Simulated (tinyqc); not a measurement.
Valley splitting of a silicon quantum well in envelope theory, step by step. Values are carried at full precision from step to step, so a last printed digit may differ when a step is redone from the rounded ones.

Constants: hbar^2/2m0 = 3.80998211 eV angstrom^2; kB = 8.617333262e-05 eV/K.

Parameters, chosen for this exercise (near those of a strained Si well in SiGe; not measured data): k0 = 0.839 2 pi/a (valley position); a = 5.431 angstrom (lattice constant); ml = 0.913 m0 (mass along z); F = 6.5 mV/nm (field pressing towards the upper interface); w = 1.2 angstrom (interface width parameter); L = 76 angstrom (well width); V0 = 0.19 eV (conduction offset); C0 = 0.263 (Bloch overlap factor); Yb = 0.3 (Ge share of the barrier); Yw = 0 (Ge share of the well); ad = 110 angstrom (dot radius).

## Wave number and lengths

q = 2 k0 (2 pi/a), its wavelength, the field length (c/(ml e F))^(1/3) with c = hbar^2/2m0 and 1 mV/nm = 1e-4 eV/angstrom, and the damping factor y/sinh(y), y = pi q w, of a step smoothed as 1/(1 + exp(z/w)).

q = 1.9413 1/angstrom
wavelength = 3.237 angstrom
field length = 18.6 angstrom
damping factor = 0.00971

## The envelope

The well lies at 0 < z < L; U(z) = V0 [1/(1 + exp(z/w)) + 1/(1 + exp((L - z)/w))] - e F z, 1 mV/nm = 1e-4 eV/angstrom. The envelope psi solves -(c/ml) psi'' + U psi = E psi, c = hbar^2/2m0, by three-point differences on a grid of 0.1 angstrom from -40 to L + 40 angstrom. The two valleys at +/- k0 couple through D = C0 times the integral of exp(-i q z) U(z) psi^2, q = 2 k0 (2 pi/a), and split by Ev = 2|D|.

Two lowest levels, mean position, and psi^2 at both interfaces.

levels (meV): -23.73  -0.52

<z> = 51.5 angstrom
psi^2 at z = 0 and L (1/angstrom): 3.26e-05  0.00291

The field makes psi^2 at the upper interface 89.3 times that at the lower one. The orbital spacing is 23.2 meV.

## Contributions to the coupling

Split D into the lower barrier, the upper barrier and the field term.

Parts of D (micro-eV):
```
part             real  imaginary   size
lower barrier   0.010     -0.001  0.010
upper barrier  -0.907      0.023  0.907
field term     -0.006     -0.001  0.006
```

## Valley splitting and phase

The inter-valley coupling D is the sum of the complex parts; Ev = 2|D|, the valley phase is arg D, and kB T equals Ev at T = Ev/kB.

Ev = 1.81 micro-eV
phase = 3.12 rad
T = 0.021 K

The upper barrier gives the largest part.

## Alloy disorder

Random alloy: with Y(z) = Yw + (Yb - Yw) B(z), B the bracket in U, and in-plane density exp(-r^2/ad^2)/(pi ad^2), D gains a random complex part of variance sigma^2 = (C0^2/pi)(a^2 V0/(8 ad (Yb - Yw)))^2 (4/a) times the integral of psi^4 Y (1 - Y). Alone it gives a mean splitting sqrt(pi) sigma; together with the smooth part the rms splitting is 2 sqrt(|D|^2 + sigma^2).

Give the integral, sigma, the mean splitting from disorder alone and the rms total.

integral = 8.43e-06 1/angstrom
sigma = 7.8 micro-eV
sqrt(pi) sigma = 13.9 micro-eV
rms splitting = 15.8 micro-eV

|D|/sigma = 0.12: disorder dominates, so the splitting scatters from dot to dot down to zero.

## Checks

- Lowest level for sharp walls and no field against the square well, meV: both 5.6.
- Size of one barrier part in that case against C0 V0 psi(0)^2/sqrt(q^2 + 4 kappa^2), micro-eV: both 17.

Run: tinyqc, `OMP_NUM_THREADS=1 python tinyqc.py 1252532 1252533 out.jsonl`; Intel(R) Xeon(R) Processor @ 2.30GHz, one thread, shared host; about 0.1 s of CPU time with all checks.
